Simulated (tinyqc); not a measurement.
Inside a calculation. Method: plane-wave Kohn-Sham cycle with exchange-only LDA in a layered model solid. Computed by tinyqc, a small Python program that keeps every step. Settings: points = 16, plane-wave index or count = 3, electrons = 4, k points = 3, area = 11.0, mixing = 0.1, iteration cap = 66, Pulay depth = 3. Command: `OMP_NUM_THREADS=1 python tinyqc.py 28868 28869 out.jsonl` (the two numbers bound the seeds that draw the settings). One thread of a shared host (Intel(R) Xeon(R) Processor @ 2.60GHz), about 0.03 s of CPU time with the checks. Later iterations appear only in the table of the cycle.

## Iteration 1: potential

A solid whose potential varies along x alone (atomic units):
```
parameter                      value
period a                   11.900000
cross-section of the cell  11.000000
electrons per cell                 4
grid points                       16
plane waves -n..n, n               3
k points                           3
V1 in V1 cos(2 pi x/a)     -0.170000
V2 in V2 cos(4 pi x/a)      0.120000
```

density at the start, on the grid x_j = j a/N (e/bohr^3): 0.030558  0.030558  0.030558  0.030558  0.030558  0.030558  0.030558  0.030558  0.030558  0.030558  0.030558  0.030558  0.030558  0.030558  0.030558  0.030558

V_H(G) = 4 pi rho(G)/G^2 for G != 0 (uniform background); v_x = -(3 rho/pi)^(1/3); V = V_ext + V_H + v_x; Fourier components f(G_m) = (1/N) sum_j f(x_j) exp(-i G_m x_j).

Potentials on the grid (hartree):
```
x          V_ext     V_H      v_x        V
0.0000   -0.0500  0.0000  -0.3079  -0.3579
0.7438   -0.0722  0.0000  -0.3079  -0.3801
1.4875   -0.1202  0.0000  -0.3079  -0.4281
2.2313   -0.1499  0.0000  -0.3079  -0.4578
2.9750   -0.1200  0.0000  -0.3079  -0.4279
3.7188   -0.0198  0.0000  -0.3079  -0.3277
4.4625    0.1202  0.0000  -0.3079  -0.1877
5.2062    0.2419  0.0000  -0.3079  -0.0660
5.9500    0.2900  0.0000  -0.3079  -0.0179
6.6937    0.2419  0.0000  -0.3079  -0.0660
7.4375    0.1202  0.0000  -0.3079  -0.1877
8.1813   -0.0198  0.0000  -0.3079  -0.3277
8.9250   -0.1200  0.0000  -0.3079  -0.4279
9.6687   -0.1499  0.0000  -0.3079  -0.4578
10.4125  -0.1202  0.0000  -0.3079  -0.4281
11.1562  -0.0722  0.0000  -0.3079  -0.3801
```

V(G_m), m = 0, 1, 2, ... (hartree): -0.3079  -0.0850  0.0600  0.0000  0.0000  0.0000  0.0000

## Iteration 1: Hamiltonian at one k

k = 0.0000 2 pi / a

H(m,m') = (k + G_m)^2/2 delta + V(G_m - G_m'), with V(-G) = V(G).

H (hartree):
```
         -3       -2       -1       +0       +1       +2       +3
-3   0.9467  -0.0850   0.0600   0.0000   0.0000   0.0000   0.0000
-2  -0.0850   0.2497  -0.0850   0.0600   0.0000   0.0000   0.0000
-1   0.0600  -0.0850  -0.1685  -0.0850   0.0600   0.0000   0.0000
+0   0.0000   0.0600  -0.0850  -0.3079  -0.0850   0.0600   0.0000
+1   0.0000   0.0000   0.0600  -0.0850  -0.1685  -0.0850   0.0600
+2   0.0000   0.0000   0.0000   0.0600  -0.0850   0.2497  -0.0850
+3   0.0000   0.0000   0.0000   0.0000   0.0600  -0.0850   0.9467
```

## Iteration 1: levels at that k

Diagonalise the Hermitian matrix.

eigenvalues (hartree): -0.3679  -0.2448  -0.0897  0.2517  0.2759  0.9610  0.9617

## Iteration 1: new density

Motion across x is left out: the lowest 2 band(s) hold two electrons at each of the k points (j + 1/2)/nk - 1/2. Residual R = rho(out) - rho(in); rho(new) = rho(in) + 0.1 R. rho(out) = 2/(a A nk) sum |psi|^2 with psi = sum c exp(i G x). Harris energy E = band energy - dV sum rho (V_H/2 + v_x) + (3/4) dV sum rho v_x with rho(in), dV = a A/N, band energy = (2/nk) sum of the filled levels.

rho(out) (e/bohr^3): 0.028888  0.034717  0.047066  0.053662  0.045905  0.028513  0.013170  0.005339  0.003292  0.005339  0.013170  0.028513  0.045905  0.053662  0.047066  0.034717

density after iteration 1 (e/bohr^3): 0.030391  0.030974  0.032208  0.032868  0.032092  0.030353  0.028819  0.028036  0.027831  0.028036  0.028819  0.030353  0.032092  0.032868  0.032208  0.030974

energy per cell = -0.934654 hartree

## Iteration 2: potential

As before.

Potentials on the grid (hartree):
```
x          V_ext      V_H      v_x        V
0.0000   -0.0500   0.0633  -0.3073  -0.2940
0.7438   -0.0722   0.0636  -0.3093  -0.3179
1.4875   -0.1202   0.0605  -0.3133  -0.3730
2.2313   -0.1499   0.0463  -0.3154  -0.4191
2.9750   -0.1200   0.0169  -0.3129  -0.4160
3.7188   -0.0198  -0.0226  -0.3072  -0.3495
4.4625    0.1202  -0.0607  -0.3019  -0.2424
5.2062    0.2419  -0.0873  -0.2992  -0.1445
5.9500    0.2900  -0.0967  -0.2984  -0.1051
6.6937    0.2419  -0.0873  -0.2992  -0.1445
7.4375    0.1202  -0.0607  -0.3019  -0.2424
8.1813   -0.0198  -0.0226  -0.3072  -0.3495
8.9250   -0.1200   0.0169  -0.3129  -0.4160
9.6687   -0.1499   0.0463  -0.3154  -0.4191
10.4125  -0.1202   0.0605  -0.3133  -0.3730
11.1562  -0.0722   0.0636  -0.3093  -0.3179
```

V(G_m), m = 0, 1, 2, ... (hartree): -0.3078  -0.0467  0.0541  -0.0005  0.0000  0.0000  0.0000

## Iteration 2: Hamiltonian at one k

k = 0.0000 2 pi / a

As before.

H (hartree):
```
         -3       -2       -1       +0       +1       +2       +3
-3   0.9468  -0.0467   0.0541  -0.0005   0.0000   0.0000   0.0000
-2  -0.0467   0.2498  -0.0467   0.0541  -0.0005   0.0000   0.0000
-1   0.0541  -0.0467  -0.1684  -0.0467   0.0541  -0.0005   0.0000
+0  -0.0005   0.0541  -0.0467  -0.3078  -0.0467   0.0541  -0.0005
+1   0.0000  -0.0005   0.0541  -0.0467  -0.1684  -0.0467   0.0541
+2   0.0000   0.0000  -0.0005   0.0541  -0.0467   0.2498  -0.0467
+3   0.0000   0.0000   0.0000  -0.0005   0.0541  -0.0467   0.9468
```

## Iteration 2: levels at that k

As before.

eigenvalues (hartree): -0.3346  -0.2290  -0.1080  0.2505  0.2641  0.9527  0.9530

## Iteration 2: new density

B (overlaps of the stored error matrices):
```
               1              2
1  4.7496185e-03  3.3205857e-03
2  3.3205857e-03  2.5896432e-03
```

Motion across x is left out: the lowest 2 band(s) hold two electrons at each of the k points (j + 1/2)/nk - 1/2. Residual R = rho(out) - rho(in); rho(new) = rho(in) + 0.1 R; Pulay mixing then takes sum c_i of the stored mixed densities, with c from B_ij = sum R_i R_j as in DIIS. rho(out) = 2/(a A nk) sum |psi|^2 with psi = sum c exp(i G x). Harris energy E = band energy - dV sum rho (V_H/2 + v_x) + (3/4) dV sum rho v_x with rho(in), dV = a A/N, band energy = (2/nk) sum of the filled levels.

rho(out) (e/bohr^3): 0.023215  0.028146  0.039956  0.049734  0.047955  0.034627  0.019304  0.009723  0.006817  0.009723  0.019304  0.034627  0.047955  0.049734  0.039956  0.028146

DIIS coefficients: -1.0471  2.0471

density after iteration 2 (e/bohr^3): 0.028922  0.030395  0.033795  0.036321  0.035340  0.031228  0.026871  0.024287  0.023529  0.024287  0.026871  0.031228  0.035340  0.036321  0.033795  0.030395

energy per cell = -0.851803 hartree

## Convergence

Stop when sqrt(dV sum R^2) is below 1e-8, dV = a A/N.

Course of the cycle:
```
iteration  E (hartree)  norm of the residual
1            -0.934654              1.97e-01
2            -0.851803              1.46e-01
3            -0.810254              8.96e-02
4            -0.814891              8.40e-02
5            -0.793900              9.22e-03
6            -0.793744              3.66e-03
7            -0.793741              2.98e-03
8            -0.793739              1.42e-03
9            -0.793738              1.00e-03
10           -0.793736              8.85e-05
11           -0.793736              6.29e-05
...                ...                   ...
32           -0.793736              7.79e-08
33           -0.793736              5.68e-08
34           -0.793736              4.96e-08
35           -0.793736              3.32e-08
36           -0.793736              2.77e-08
37           -0.793736              2.18e-08
38           -0.793736              1.84e-08
39           -0.793736              1.50e-08
40           -0.793736              1.23e-08
41           -0.793736              1.05e-08
42           -0.793736              7.29e-09
```

Converged in 42 iterations. Before convergence this energy mixes input and output and is not variational, so it may rise towards its limit.
